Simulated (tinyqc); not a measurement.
Inside a calculation. Method: Pariser-Parr-Pople SCF with singles CI, for the molecule O=c1cccccc1 (SMILES; centres numbered as the heavy atoms are written). One step of it, computed by the program tinyqc.

Task: Iteration 2: Fock matrix. F_rr = H_rr + P_rr gamma_rr / 2 + sum_(s != r) P_ss gamma_rs; F_rs = H_rs - P_rs gamma_rs / 2; E = tr P (H + F) / 2 + core repulsion sum_(r<s) z_r z_s gamma_rs.

P after iteration 1, lower triangle:
```
,1O,2C,3C,4C,5C,6C,7C,8C
1O,1.455061
2C,0.731081,0.850705
3C,-0.153363,0.439245,0.932517
4C,-0.261737,0.094703,0.773946,0.955406
5C,0.173135,-0.119712,0.056570,0.533022,0.959194
6C,0.173135,-0.119712,-0.322322,0.049159,0.748039,0.959194
7C,-0.261737,0.094703,-0.094258,-0.153556,0.049159,0.533022,0.955406
8C,-0.153363,0.439245,0.252634,-0.094258,-0.322322,0.056570,0.773946,0.932517
```

core matrix H (eV), lower triangle:
```
,1O,2C,3C,4C,5C,6C,7C,8C
1O,-48.989000
2C,-2.800000,-52.409545
3C,0.000000,-2.670000,-49.914019
4C,0.000000,0.000000,-2.670000,-48.138303
5C,0.000000,0.000000,0.000000,-2.670000,-47.530204
6C,0.000000,0.000000,0.000000,0.000000,-2.670000,-47.530204
7C,0.000000,0.000000,0.000000,0.000000,0.000000,-2.670000,-48.138303
8C,0.000000,-2.670000,0.000000,0.000000,0.000000,0.000000,-2.670000,-49.914019
```

repulsion gamma_rs (eV), lower triangle:
```
,1O,2C,3C,4C,5C,6C,7C,8C
1O,13.770000
2C,7.971615,11.460000
3C,5.471892,7.654827,11.460000
4C,3.698982,5.108350,7.653979,11.460000
5C,3.087818,4.250788,5.110169,7.655714,11.460000
6C,3.087818,4.250788,4.251583,5.109538,7.654594,11.460000
7C,3.698982,5.108350,4.251105,4.250635,5.109538,7.655714,11.460000
8C,5.471892,7.654827,5.110465,4.251105,4.251583,5.110169,7.653979,11.460000
```

Centres (angstrom, eV; a flat drawing with bonds scaled to 1.40 angstrom):
```
centre,x,y,core charge z,W,gamma_rr
1O,2.637000,0.000000,1,16.500000,13.770000
2C,1.237000,0.000000,1,10.410000,11.460000
3C,0.629000,1.261000,1,10.410000,11.460000
4C,-0.736000,1.573000,1,10.410000,11.460000
5C,-1.830000,0.700000,1,10.410000,11.460000
6C,-1.830000,-0.700000,1,10.410000,11.460000
7C,-0.736000,-1.573000,1,10.410000,11.460000
8C,0.629000,-1.261000,1,10.410000,11.460000
```

Give: F; pi energy.

Result:

F (eV), lower triangle:
```
,1O,2C,3C,4C,5C,6C,7C,8C
1O,-8.992
2C,-5.714,-3.744
3C,0.420,-4.351,-4.977
4C,0.484,-0.242,-5.632,-5.529
5C,-0.267,0.254,-0.145,-4.710,-5.657
6C,-0.267,0.254,0.685,-0.126,-5.533,-5.657
7C,0.484,-0.242,0.200,0.326,-0.126,-4.710,-5.529
8C,0.420,-4.351,-0.646,0.200,0.685,-0.145,-5.632,-4.977
```

pi energy = -108.498 eV
